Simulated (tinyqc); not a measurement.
# Strained alloy layer of InAs and GaAs on (001) InP, model-solid band line-up: transition against well width

The layer is x parts of the first compound and 1 - x of the second, grown coherently on the third as substrate and barrier. Rows of the table: lattice constant a, average valence level Ea on an absolute scale, spin-orbit splitting so, gaps at Gamma, X and L, hydrostatic deformation potentials av and ac (Gamma), shear potential b, elastic constants, electron and heavy-hole (along z) masses. All are interpolated linearly in x; gaps get -C x (1 - x), taken wholly in the conduction band; real line-ups can differ from this model by 0.1 eV or more.

In-plane strain e = (a_substrate - a)/a, e_z = -2 (c12/c11) e, volume change 2 e + e_z. With v = 2 e + e_z and d = 2 b (e_z - e): Eav = Ea + av v; E_hh = Eav + so/3 - d/2; E_lh = Eav - so/6 + d/4 + sqrt(so^2 + so d + 9 d^2/4)/2; E_c = Ea + so/3 + EG + ac v (Gamma). Substrate: E_v = Ea + so/3, E_c = E_v + EG. Well depths: dEc = E_c(substrate) - E_c, dEhh = E_hh - E_v(substrate), dElh likewise; strained Gamma gap E_c - max(E_hh, E_lh); positive values confine carriers in the layer. Lowest level of a finite well of width Lw and depth V: kw Lw/2 = arctan(sqrt((mw/mb)(V - E)/E)), kw = sqrt(mw E/C), C = hbar^2/(2 m0), for electrons (dEc) and heavy holes (dEhh), mb from the substrate; transition E_c - E_hh + both levels, without exciton binding; wavelength h c/E.

Inputs (values chosen for the exercise):

| symbol | value | unit | meaning |
|---|---|---|---|
| x | 0.71 |  | fraction of the first compound in the layer |
| CG | 0.477 | eV | bowing of the Gamma gap |
| CX | 1.4 | eV | bowing of the X gap |
| CL | 0.33 | eV | bowing of the L gap |

Constants: q = 1.602176634e-19 C, hbar = 1.054571817e-34 J s, h = 6.62607015e-34 J s, m0 = 9.1093837015e-31 kg, c = 299792458 m/s, hbar^2/(2 m0) = 0.0380998212 eV nm^2. Results are converted to the units shown.

Binary compounds, values chosen for the exercise:
```
              close to InAs  close to GaAs  close to InP
a (angstrom)          6.058          5.653         5.869
Ea (eV)               -6.67          -6.92         -7.04
so (eV)               0.384          0.341         0.109
EG (eV)               0.354           1.41          1.35
EX (eV)                1.38           1.92          2.22
EL (eV)                1.07           1.73          1.91
av (eV)               0.989           1.14          1.29
ac (eV)               -5.12          -7.16         -5.09
b (eV)                -1.79          -1.72         -1.68
c11 (GPa)              84.3            119           103
c12 (GPa)              45.8           53.9          56.3
me (m0)              0.0229         0.0675        0.0811
mh (m0)               0.332          0.349         0.532
```

Results:
```
Lw (nm)  electron level (meV)  heavy-hole level (meV)  transition energy (eV)  wavelength (nm)
1.5                    252.14                  141.09                 0.99176           1250.1
3                      165.76                  60.141                 0.82442           1503.9
4.3                    120.88                  35.483                 0.75489           1642.4
6.1                    83.771                  20.331                 0.70263           1764.6
8.7                    54.562                  11.139                 0.66423           1866.6
12                     35.360                  6.2999                 0.64019           1936.7
18                     19.360                  2.9930                 0.62088           1996.9
25                     11.422                  1.6122                 0.61156           2027.3
```

Estimate the missing row, Lw = 2.1 nm.

Computed row:
```
Lw (nm)  electron level (meV)  heavy-hole level (meV)  transition energy (eV)  wavelength (nm)
2.1                    212.21                  96.056                 0.90679           1367.3
```

With this row back in the table: The wavelength rises from 1250 to 2027 nm, towards 2071 nm for E_c - E_hh alone. The electron level goes as Lw^(-0.51) in the thinnest wells, where it reaches 75.1 % of the depth dEc = 336 meV, and as Lw^(-1.61) in the widest. One monolayer (a/2) more shifts the transition by about -20 meV at Lw = 3 nm. For Lw = 8.7, 12, 18, 25 the layer exceeds hc = 7.33 nm, the single-layer Matthews-Blakeslee thickness for this strain (a capped well tolerates about twice as much). For Lw = 1.5, 2.1, 3 the electron level exceeds 150 meV, where non-parabolicity lowers it.

Program tinyqc, `OMP_NUM_THREADS=1 python tinyqc.py 2690059 2690060 out.jsonl`; Intel Xeon 2.30GHz, shared host, one thread, about 0.01 s.
